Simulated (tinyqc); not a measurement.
Schottky diode by the thermionic emission-diffusion theory: current against voltage.

Metal on an n-type semiconductor with one parabolic valley; V > 0 is forward bias (metal positive). The band bends as a parabola over the depletion layer, by Vd = Vbi - V; no image force. Carriers drift and diffuse up to the interface and leave it with the velocity vR.

A* = 4 pi q me m0 kB^2/h^3 (times 1e-4 for A/(cm^2 K^2)); Nc = 2 (2 pi me m0 kB T/h^2)^1.5 (times 1e-6 for cm^-3); Vbi = phi - Vt ln(Nc/Nd); vR = A* T^2/(q Nc). LD = sqrt(eps0 eps_r Vt/(q Nd)), a = sqrt((Vbi - V)/Vt), D(a) = exp(-a^2) int_0^a exp(s^2) ds (Dawson), vD = mun Vt/(sqrt(2) LD D(a)). J = q Nc [vR vD/(vR + vD)] exp(-phi/Vt) [exp(V/Vt) - 1]. Ideality n = (dV/d ln[J/(1 - exp(-V/Vt))])/Vt.

Parameters, values chosen for the exercise; band and dielectric values close to those of gallium nitride:
```
symbol   value        unit                             meaning
T          400           K                         temperature
me       0.201          m0                       electron mass
eps_r     9.44                           relative permittivity
mun        300  cm^2/(V s)                   electron mobility
phi       1.13          eV  barrier height seen from the metal
Nd      1.4e15       cm^-3                       donor density
```

Constants: q = 1.602176634e-19 C, kB = 1.380649e-23 J/K, h = 6.62607015e-34 J s, m0 = 9.1093837015e-31 kg, Vt = kB T/q, eps0 = 8.8541878128e-14 F/cm where lengths are in cm. Results are converted to the units shown.

Results:
```
V (V)  vD (cm/s)  vD/(vR + vD)  J (A/cm^2)      n
0.05     6.118e6        0.4689    3.426e-8  1.012
0.151    5.704e6        0.4515    7.971e-7  1.014
0.252    5.258e6        0.4314    1.444e-5  1.017
0.454    4.222e6        0.3786    0.004448  1.030
0.555    3.587e6        0.3411     0.07504  1.046
0.656    2.796e6        0.2875       1.185  1.085
0.757    1.773e6        0.2037       15.73  1.197
```

Estimate the missing row, V = 0.353 V.

Computed row:
```
V (V)  vD (cm/s)  vD/(vR + vD)  J (A/cm^2)      n
0.353    4.769e6        0.4077    2.557e-4  1.022
```

With this row back in the table: vD falls from 6.12e6 to 1.77e6 cm/s and the share vD/(vR + vD) falls from 0.469 to 0.204; n goes from 1.012 to 1.197. It exceeds 1 only as far as vD, which falls with the surface field, limits the current.

Computed by the program tinyqc: `OMP_NUM_THREADS=1 python tinyqc.py 2640166 2640167 out.jsonl`, one thread of a shared Intel Xeon 2.30GHz, about 0.01 s for the whole run.
